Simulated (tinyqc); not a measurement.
## Transit time and capacitance from two cut-off frequencies

Question. 1/(2 pi fT) = tauF + Vt C/JC, C the sum of the junction capacitances per area. Find C, tauF and the limit of fT at high current.

Inputs (values chosen for the exercise):
```
symbol,value,unit,meaning
T,350,K,temperature
```

Constants: q = 1.602176634e-19 C, kB = 1.380649e-23 J/K, Vt = kB T/q. Results are converted to the units shown.

JC (mA/um^2): [0.014, 0.31]
fT (GHz): [20.348010, 183.17915]

Answer. The delay is a straight line in 1/JC with slope Vt C and intercept tauF.

C = 3.380 fF/um^2
tauF = 0.5400 ps
limit of fT = 294.7 GHz

Computed by the program tinyqc: `OMP_NUM_THREADS=1 python tinyqc.py 2320005 2320006 out.jsonl`, one thread of a shared Intel Xeon 2.30GHz, about 0.01 s for the whole run.
